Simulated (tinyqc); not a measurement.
MP2 on RHF in the sto-3g basis, frozen core, for BeH2, spin multiplicity 1, step by step. Computed by tinyqc, a small Python program that keeps every step (integrals from PySCF). Settings: charge = 0, multiplicity = 1, basis = sto-3g, method = RHF, frozen orbitals = 1, energy threshold = 1e-10, iteration cap = 82, orthogonalisation = symmetric, start = Wolfsberg-Helmholz matrix, DIIS depth = 6. Command: `OMP_NUM_THREADS=1 python tinyqc.py 23481 23482 out.jsonl` (the two numbers bound the seeds that draw the settings). One thread of a shared host (Intel(R) Xeon(R) Processor @ 2.60GHz), about 0.1 s of CPU time with the checks. The early iterations of the SCF are left out here.

## One-electron integrals

Geometry (angstrom):
```
atom         x          y         z
Be    0.000000   0.000000  0.000000
H     0.000000   1.646000  0.000000
H     0.000000  -1.666000  0.000000
```

Basis sto-3g: exponents (1/bohr^2) and contraction coefficients of normalised primitives:
```
element  l (shell)   exponent  coefficient
Be           s (1)  30.167871     0.154329
Be           s (1)   5.495115     0.535328
Be           s (1)   1.487193     0.444635
Be           s (2)   1.314833    -0.099967
Be           s (2)   0.305539     0.399513
Be           s (2)   0.099371     0.700115
Be           p (3)   1.314833     0.155916
Be           p (3)   0.305539     0.607684
Be           p (3)   0.099371     0.391957
H            s (1)   3.425251     0.154329
H            s (1)   0.623914     0.535328
H            s (1)   0.168855     0.444635
```

Overlap, kinetic and nuclear-attraction integrals over the contracted functions; the nuclear repulsion is the sum of Za Zb / Rab.

nuclear repulsion = 2.71628060 hartree

overlap S, order 1Be 1s, 1Be 2s, 1Be 2px, 1Be 2py, 1Be 2pz, 2H 1s, 3H 1s:
```
[[1.000000, 0.259517, 0.000000, 0.000000, 0.000000, 0.035501, 0.033976],
 [0.259517, 1.000000, 0.000000, 0.000000, 0.000000, 0.343293, 0.336276],
 [0.000000, 0.000000, 1.000000, 0.000000, 0.000000, 0.000000, 0.000000],
 [0.000000, 0.000000, 0.000000, 1.000000, 0.000000, 0.428376, -0.421608],
 [0.000000, 0.000000, 0.000000, 0.000000, 1.000000, 0.000000, 0.000000],
 [0.035501, 0.343293, 0.000000, 0.428376, 0.000000, 1.000000, 0.009245],
 [0.033976, 0.336276, 0.000000, -0.421608, 0.000000, 0.009245, 1.000000]]
```

kinetic energy T (hartree), order 1Be 1s, 1Be 2s, 1Be 2px, 1Be 2py, 1Be 2pz, 2H 1s, 3H 1s:
```
[[6.693975, -0.033012, 0.000000, 0.000000, 0.000000, -0.010081, -0.009692],
 [-0.033012, 0.211111, 0.000000, 0.000000, 0.000000, 0.030602, 0.028699],
 [0.000000, 0.000000, 0.660592, 0.000000, 0.000000, 0.000000, 0.000000],
 [0.000000, 0.000000, 0.000000, 0.660592, 0.000000, 0.105464, -0.100812],
 [0.000000, 0.000000, 0.000000, 0.000000, 0.660592, 0.000000, 0.000000],
 [-0.010081, 0.030602, 0.000000, 0.105464, 0.000000, 0.760032, -0.004231],
 [-0.009692, 0.028699, 0.000000, -0.100812, 0.000000, -0.004231, 0.760032]]
```

nuclear attraction V (hartree), order 1Be 1s, 1Be 2s, 1Be 2px, 1Be 2py, 1Be 2pz, 2H 1s, 3H 1s:
```
[[-15.200218, -2.065110, 0.000000, -0.000285, 0.000000, -0.281055, -0.268920],
 [-2.065110, -2.935747, 0.000000, -0.002005, 0.000000, -0.907143, -0.883224],
 [0.000000, 0.000000, -2.862031, 0.000000, 0.000000, 0.000000, 0.000000],
 [-0.000285, -0.002005, 0.000000, -3.027187, 0.000000, -1.101440, 1.076922],
 [0.000000, 0.000000, 0.000000, 0.000000, -2.862031, 0.000000, 0.000000],
 [-0.281055, -0.907143, 0.000000, -1.101440, 0.000000, -2.669630, -0.029735],
 [-0.268920, -0.883224, 0.000000, 1.076922, 0.000000, -0.029735, -2.654461]]
```

core Hamiltonian H = T + V (hartree), order 1Be 1s, 1Be 2s, 1Be 2px, 1Be 2py, 1Be 2pz, 2H 1s, 3H 1s:
```
[[-8.506243, -2.098122, 0.000000, -0.000285, 0.000000, -0.291136, -0.278612],
 [-2.098122, -2.724636, 0.000000, -0.002005, 0.000000, -0.876541, -0.854525],
 [0.000000, 0.000000, -2.201439, 0.000000, 0.000000, 0.000000, 0.000000],
 [-0.000285, -0.002005, 0.000000, -2.366595, 0.000000, -0.995976, 0.976110],
 [0.000000, 0.000000, 0.000000, 0.000000, -2.201439, 0.000000, 0.000000],
 [-0.291136, -0.876541, 0.000000, -0.995976, 0.000000, -1.909598, -0.033966],
 [-0.278612, -0.854525, 0.000000, 0.976110, 0.000000, -0.033966, -1.894429]]
```

## Two-electron integrals

Functions are numbered as in S; the eight-fold symmetry (ij|kl) = (ji|kl) = (kl|ij) leaves the list below.

Two-electron integrals (ij|kl) in chemists' order, unique and non-zero (hartree):
```
(11|11) 2.298831    (21|11) 0.392036    (21|21) 0.079539    (22|11) 0.570988
(22|21) 0.143041    (22|22) 0.417683    (31|31) 0.014607    (32|31) 0.021888
(32|32) 0.092265    (33|11) 0.569578    (33|21) 0.143083    (33|22) 0.417589
(33|33) 0.449859    (41|41) 0.014607    (42|41) 0.021888    (42|42) 0.092265
(43|43) 0.024249    (44|11) 0.569578    (44|21) 0.143083    (44|22) 0.417589
(44|33) 0.401360    (44|44) 0.449859    (51|51) 0.014607    (52|51) 0.021888
(52|52) 0.092265    (53|53) 0.024249    (54|54) 0.024249    (55|11) 0.569578
(55|21) 0.143083    (55|22) 0.417589    (55|33) 0.401360    (55|44) 0.401360
(55|55) 0.449859    (61|11) 0.052930    (61|21) 0.010732    (61|22) 0.019473
(61|33) 0.019344    (61|41) 0.000945    (61|42) 0.001790    (61|44) 0.019742
(61|55) 0.019344    (61|61) 0.001517    (62|11) 0.149844    (62|21) 0.038203
(62|22) 0.124475    (62|33) 0.119509    (62|41) 0.004947    (62|42) 0.032386
(62|44) 0.134290    (62|55) 0.119509    (62|61) 0.005703    (62|62) 0.059242
(63|31) 0.003208    (63|32) 0.015710    (63|43) 0.005362    (63|63) 0.004879
(64|11) 0.169237    (64|21) 0.043615    (64|22) 0.148666    (64|33) 0.139933
(64|41) 0.007908    (64|42) 0.049948    (64|44) 0.165978    (64|55) 0.139933
(64|61) 0.006748    (64|62) 0.079800    (64|64) 0.110064    (65|51) 0.003208
(65|52) 0.015710    (65|54) 0.005362    (65|65) 0.004879    (66|11) 0.320662
(66|21) 0.083098    (66|22) 0.304685    (66|33) 0.283344    (66|41) 0.011576
(66|42) 0.100968    (66|44) 0.347049    (66|55) 0.283344    (66|61) 0.012599
(66|62) 0.190708    (66|64) 0.270763    (66|66) 0.774606    (71|11) 0.050654
(71|21) 0.010271    (71|22) 0.018636    (71|33) 0.018513    (71|41) -0.000905
(71|42) -0.001715   (71|44) 0.018892    (71|55) 0.018513    (71|61) 0.001327
(71|62) 0.004608    (71|64) 0.005110    (71|66) 0.009978    (71|71) 0.001390
(72|11) 0.145664    (72|21) 0.037147    (72|22) 0.121320    (72|33) 0.116460
(72|41) -0.004804   (72|42) -0.031644   (72|44) 0.130925    (72|55) 0.116460
(72|61) 0.004683    (72|62) 0.027637    (72|64) 0.030777    (72|66) 0.065008
(72|71) 0.005307    (72|72) 0.056710    (73|31) 0.003091    (73|32) 0.015201
(73|43) -0.005216   (73|63) 0.001673    (73|73) 0.004617    (74|11) -0.165345
(74|21) -0.042618   (74|22) -0.145556   (74|33) -0.137021   (74|41) 0.007667
(74|42) 0.048761    (74|44) -0.162476   (74|55) -0.137021   (74|61) -0.005223
(74|62) -0.030971   (74|64) -0.033883   (74|66) -0.073039   (74|71) -0.006305
(74|72) -0.076663   (74|74) 0.106038    (75|51) 0.003091    (75|52) 0.015201
(75|54) -0.005216   (75|65) 0.001673    (75|75) 0.004617    (76|11) 0.005703
(76|21) 0.001412    (76|22) 0.004008    (76|33) 0.003960    (76|41) -1.48e-06
(76|42) -0.000009   (76|44) 0.004100    (76|55) 0.003960    (76|61) 0.000193
(76|62) 0.001217    (76|64) 0.001468    (76|66) 0.003033    (76|71) 0.000184
(76|72) 0.001194    (76|74) -0.001450   (76|76) 0.000039    (77|11) 0.316882
(77|21) 0.082128    (77|22) 0.301846    (77|33) 0.280817    (77|41) -0.011323
(77|42) -0.099623   (77|44) 0.343577    (77|55) 0.280817    (77|61) 0.010314
(77|62) 0.066188    (77|64) 0.073933    (77|66) 0.159774    (77|71) 0.011904
(77|72) 0.186227    (77|74) -0.265149   (77|76) 0.003033    (77|77) 0.774606
```

## Orthogonalisation

S = U s U^T; symmetric (Loewdin) form X = U s^(-1/2) U^T, so that X^T S X = 1.

eigenvalues of S: [0.394087, 0.477168, 0.961081, 1.000000, 1.000000, 1.570350, 1.597314]

X, order 1Be 1s, 1Be 2s, 1Be 2px, 1Be 2py, 1Be 2pz, 2H 1s, 3H 1s:
```
[[1.028440, -0.148933, 0.000000, -0.000246, 0.000000, 0.020698, 0.020486],
 [-0.148933, 1.136978, 0.000000, 0.003409, 0.000000, -0.207276, -0.200563],
 [0.000000, 0.000000, 1.000000, 0.000000, 0.000000, 0.000000, 0.000000],
 [-0.000246, 0.003409, 0.000000, 1.188916, 0.000000, -0.286427, 0.280005],
 [0.000000, 0.000000, 0.000000, 0.000000, 1.000000, 0.000000, 0.000000],
 [0.020698, -0.207276, 0.000000, -0.286427, 0.000000, 1.151116, -0.047301],
 [0.020486, -0.200563, 0.000000, 0.280005, 0.000000, -0.047301, 1.144437]]
```

## Iteration 6 (converged): orbitals

converged F (hartree), order 1Be 1s, 1Be 2s, 1Be 2px, 1Be 2py, 1Be 2pz, 2H 1s, 3H 1s:
```
[[-4.535797, -1.290753, 0.000000, 0.000016, 0.000000, -0.182751, -0.174957],
 [-1.290753, -0.582961, 0.000000, -0.002339, 0.000000, -0.315297, -0.309516],
 [0.000000, 0.000000, 0.213190, 0.000000, 0.000000, 0.000000, 0.000000],
 [0.000016, -0.002339, 0.000000, -0.115819, 0.000000, -0.290142, 0.287008],
 [0.000000, 0.000000, 0.000000, 0.000000, 0.213190, 0.000000, 0.000000],
 [-0.182751, -0.315297, 0.000000, -0.290142, 0.000000, -0.212394, -0.006924],
 [-0.174957, -0.309516, 0.000000, 0.287008, 0.000000, -0.006924, -0.207237]]
```

Diagonalise F' = X^T F X, C = X C', fill 3 alpha and 3 beta electrons from the bottom; D = 2 C_occ C_occ^T. Each column has its largest component positive (the first on a tie).

F' = X^T F X (hartree):
```
[[-4.426488, -0.700112, 0.000000, 0.000087, 0.000000, 0.006122, 0.008316],
 [-0.700112, -0.167080, 0.000000, 0.001670, 0.000000, -0.260476, -0.255064],
 [0.000000, 0.000000, 0.213190, 0.000000, 0.000000, 0.000000, 0.000000],
 [0.000087, 0.001670, 0.000000, 0.192425, 0.000000, -0.351123, 0.346173],
 [0.000000, 0.000000, 0.000000, 0.000000, 0.213190, 0.000000, 0.000000],
 [0.006122, -0.260476, 0.000000, -0.351123, 0.000000, 0.028288, -0.055632],
 [0.008316, -0.255064, 0.000000, 0.346173, 0.000000, -0.055632, 0.025167]]
```

orbital energies (hartree): [-4.539119, -0.403552, -0.358651, 0.213190, 0.213190, 0.320031, 0.633601]

coefficients C, order 1Be 1s, 1Be 2s, 1Be 2px, 1Be 2py, 1Be 2pz, 2H 1s, 3H 1s:
```
[[0.991935, -0.210505, 0.008523, 0.000000, 0.000000, -0.228876, -0.003710],
 [0.030656, 0.624237, -0.027560, 0.000000, 0.000000, 1.003116, 0.022114],
 [0.000000, 0.000000, 0.000000, -0.165255, 0.986251, 0.000000, 0.000000],
 [0.000045, 0.020334, 0.493765, 0.000000, 0.000000, -0.013368, 1.153075],
 [0.000000, 0.000000, 0.000000, 0.986251, 0.165255, 0.000000, 0.000000],
 [-0.003840, 0.410477, 0.423239, 0.000000, 0.000000, -0.693664, -0.789893],
 [-0.003816, 0.374351, -0.457978, 0.000000, 0.000000, -0.710619, 0.759043]]
```

D after iteration 6, order 1Be 1s, 1Be 2s, 1Be 2px, 1Be 2py, 1Be 2pz, 2H 1s, 3H 1s:
```
[[2.056639, -0.202462, 0.000000, -0.000054, 0.000000, -0.173218, -0.172983],
 [-0.202462, 0.782743, 0.000000, -0.001827, 0.000000, 0.488906, 0.492377],
 [0.000000, 0.000000, 0.000000, 0.000000, 0.000000, 0.000000, 0.000000],
 [-0.000054, -0.001827, 0.000000, 0.488435, 0.000000, 0.434654, -0.437043],
 [0.000000, 0.000000, 0.000000, 0.000000, 0.000000, 0.000000, 0.000000],
 [-0.173218, 0.488906, 0.000000, 0.434654, 0.000000, 0.695275, -0.080314],
 [-0.172983, 0.492377, 0.000000, -0.437043, 0.000000, -0.080314, 0.699793]]
```

Within a degenerate level the vectors are fixed only up to a rotation; this is one choice.

## Convergence

Stop when the energy changes by less than 1e-10 hartree and every element of the error matrix X^T (F D S - S D F) X is below 3e-06.

Course of the cycle:
```
iteration   E (hartree)     change  largest element of the error matrix
1          -15.43983166          -                             1.88e-01
2          -15.48485749  -4.50e-02                             1.82e-02
3          -15.48579294  -9.35e-04                             4.12e-03
4          -15.48584239  -4.95e-05                             4.28e-04
5          -15.48584296  -5.73e-07                             1.23e-06
6          -15.48584296  -3.26e-12                             1.23e-07
```

PySCF RHF in the same basis = -15.48584296 hartree

Converged in 6 iterations.

## Integrals over molecular orbitals

(pq|rs) = sum C_ip C_jq C_kr C_ls (ij|kl), one index at a time.

one-electron integrals over orbitals h = C^T H C (hartree):
```
[[-8.495074, 0.205050, -0.008427, 0.000000, 0.000000, 0.204139, 0.002847],
 [0.205050, -2.242058, -0.001992, 0.000000, 0.000000, -0.261745, -0.015956],
 [-0.008427, -0.001992, -2.163670, 0.000000, 0.000000, 0.018511, -0.320157],
 [0.000000, 0.000000, 0.000000, -2.201439, 0.000000, 0.000000, 0.000000],
 [0.000000, 0.000000, 0.000000, 0.000000, -2.201439, 0.000000, 0.000000],
 [0.204139, -0.261745, 0.018511, 0.000000, 0.000000, -1.878060, 0.000780],
 [0.002847, -0.015956, -0.320157, 0.000000, 0.000000, 0.000780, -1.865253]]
```

Two-electron integrals over orbitals (pq|rs), unique and non-zero (hartree); the lowest 1 orbital is frozen and left out:
```
(22|22) 0.367000    (32|22) 0.014170    (32|32) 0.154967    (33|22) 0.375430
(33|32) -0.011608   (33|33) 0.400944    (42|42) 0.046965    (43|42) -0.001399
(43|43) 0.011783    (44|22) 0.348500    (44|32) -0.000192   (44|33) 0.326868
(44|44) 0.449859    (52|52) 0.046965    (53|52) -0.001399   (53|53) 0.011783
(54|54) 0.024249    (55|22) 0.348500    (55|32) -0.000192   (55|33) 0.326868
(55|44) 0.401360    (55|55) 0.449859    (62|22) -0.011877   (62|32) -0.004412
(62|33) -0.039640   (62|44) 0.072245    (62|55) 0.072245    (62|62) 0.085234
(63|22) -0.007680   (63|32) -0.091563   (63|33) 0.009402    (63|44) -0.004745
(63|55) -0.004745   (63|62) -0.002195   (63|63) 0.089834    (64|42) 0.046175
(64|43) -0.002124   (64|64) 0.048378    (65|52) 0.046175    (65|53) -0.002124
(65|65) 0.048378    (66|22) 0.368150    (66|32) -0.003155   (66|33) 0.379940
(66|44) 0.346259    (66|55) 0.346259    (66|62) -0.026105   (66|63) 0.003735
(66|66) 0.385752    (72|22) -0.003460   (72|32) -0.037509   (72|33) 0.001592
(72|44) 0.003839    (72|55) 0.003839    (72|62) 0.006345    (72|63) 0.063232
(72|66) -0.000156   (72|72) 0.057892    (73|22) 0.002572    (73|32) -0.000692
(73|33) -0.018137   (73|44) 0.073456    (73|55) 0.073456    (73|62) 0.080785
(73|63) -0.006292   (73|66) -0.019742   (73|72) 0.003236    (73|73) 0.088800
(74|42) 0.001333    (74|43) 0.013003    (74|64) 0.000535    (74|74) 0.017046
(75|52) 0.001333    (75|53) 0.013003    (75|65) 0.000535    (75|75) 0.017046
(76|22) 0.011787    (76|32) 0.137691    (76|33) -0.011640   (76|44) 0.000136
(76|55) 0.000136    (76|62) -0.003375   (76|63) -0.090672   (76|66) -0.003757
(76|72) -0.044572   (76|73) -0.000069   (76|76) 0.134813    (77|22) 0.391285
(77|32) 0.005177    (77|33) 0.405186    (77|44) 0.372650    (77|55) 0.372650
(77|62) -0.013869   (77|63) -0.002833   (77|66) 0.400644    (77|72) -0.001808
(77|73) 0.007285    (77|76) 0.003818    (77|77) 0.442438
```

## Second-order Moller-Plesset energy

Hartree-Fock energy = -15.48584296 hartree

E2 = sum_ijab (ia|jb) [2 (ia|jb) - (ib|ja)] / (e_i + e_j - e_a - e_b) over occupied i, j and virtual a, b; the opposite-spin part is (ia|jb)^2 / denominator, the rest is same-spin, and SCS-MP2 scales them by 6/5 and 1/3.

Terms:
```
i  j  a  b    (ia|jb)    (ib|ja)  denominator       term
3  3  6  6   0.089834   0.089834    -1.357364  -0.005945
2  2  6  6   0.085234   0.085234    -1.447166  -0.005020
2  3  6  7   0.080785   0.063232    -1.715835  -0.004630
3  2  7  6   0.080785   0.063232    -1.715835  -0.004630
3  3  7  7   0.088800   0.088800    -1.984504  -0.003973
2  2  5  5   0.046965   0.046965    -1.233483  -0.001788
2  2  4  4   0.046965   0.046965    -1.233483  -0.001788
3  2  6  7   0.063232   0.080785    -1.715835  -0.001683
2  3  7  6   0.063232   0.080785    -1.715835  -0.001683
2  2  7  7   0.057892   0.057892    -2.074307  -0.001616
3  3  5  5   0.011783   0.011783    -1.143681  -0.000121
3  3  4  4   0.011783   0.011783    -1.143681  -0.000121
3  3  7  6  -0.006292  -0.006292    -1.670934  -0.000024
3  3  6  7  -0.006292  -0.006292    -1.670934  -0.000024
2  2  6  7   0.006345   0.006345    -1.760737  -0.000023
2  2  7  6   0.006345   0.006345    -1.760737  -0.000023
2  3  7  7   0.003236   0.003236    -2.029406  -0.000005
3  2  7  7   0.003236   0.003236    -2.029406  -0.000005
2  3  6  6  -0.002195  -0.002195    -1.402265  -3.44e-06
3  2  6  6  -0.002195  -0.002195    -1.402265  -3.44e-06
2  3  5  5  -0.001399  -0.001399    -1.188582  -1.65e-06
3  2  5  5  -0.001399  -0.001399    -1.188582  -1.65e-06
2  3  4  4  -0.001399  -0.001399    -1.188582  -1.65e-06
3  2  4  4  -0.001399  -0.001399    -1.188582  -1.65e-06
```

Pair energies (hartree; pair i-j sums ij and ji):
```
pair  opposite spin  same spin
2-2       -0.010258          0
3-2       -0.012291  -0.000359
3-3       -0.010209          0
```

MP2 correlation energy = -0.03311729 hartree

SCS-MP2 correlation energy = -0.03942950 hartree

MP2 total energy = -15.51896025 hartree
